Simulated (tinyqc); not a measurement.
Spin coating of a resist or spin-on film: centrifugal thinning, evaporation and the final thickness (Emslie and Meyerhofer models): one step, computed by the program tinyqc. Command: `OMP_NUM_THREADS=1 python tinyqc.py 3111514 3111515 out.jsonl spincoat walk`. One thread of a shared host (Intel(R) Xeon(R) Processor @ 2.30GHz), about 0.08 s of CPU time with the checks.

A Newtonian film stays uniform over the wafer; solvent and solids have the same density and the concentration is uniform through the thickness.

Problem. The two-stage estimate. Meyerhofer estimate: flow rules until (1 - c0) K h^3 = e, then evaporation alone: h_w = (e/((1 - c0) K))^(1/3), dry film c0 h_w.

Inputs (values chosen for the exercise, of the order of those of a polymer resist in an ester solvent): solids volume fraction c0 = 0.17.

evaporation rate e = 0.4654031 micrometre/s

flow constant K = 0.007932702 1/(micrometre^2 s)

Give: wet thickness h_w; dry film, estimate; drying time (1 - c0) h_w/e.

Solution.

wet thickness h_w = 4.135 micrometre

dry film, estimate = 702.9 nm

drying time (1 - c0) h_w/e = 7.374 s
